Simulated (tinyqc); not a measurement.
Gate-all-around wire, scale length and short-channel effects: one step of the calculation.

A round wire of diameter ts in an insulator shell of thickness ti under a surrounding gate. Below threshold the potential that source and drain add obeys Laplace's equation and vanishes on the gate. Its lowest mode decays along the channel as exp(-k y); k is the smallest positive root of the matching condition at the interface, and the scale length is Lambda = pi/k.

Question. Scale length against simple estimates. Lambda = pi/k and l = 1/k. A parabolic potential across the structure gives l(parabolic) = sqrt([2 eps_r ts^2 ln(1 + 2 ti/ts) + ei ts^2]/(16 ei)).

Values chosen for this exercise; permittivities: semiconductor close to that of germanium, insulator close to that of silicon nitride:

| symbol | value | unit | meaning |
|---|---|---|---|
| eps_r | 15.8 |  | relative permittivity of the semiconductor |
| ei | 7.55 |  | relative permittivity of the insulator |
| ti | 1.8 | nm | insulator thickness |
| ts | 11.1 | nm | wire diameter |

k = 0.26748112 1/nm

Give: Lambda; l; l(parabolic).

Answer.

Lambda = 11.75 nm
l = 3.739 nm
l(parabolic) = 4.093 nm

tinyqc, about 0.02 s, one thread, Intel Xeon 2.30GHz (shared host): `OMP_NUM_THREADS=1 python tinyqc.py 2420151 2420152 out.jsonl`
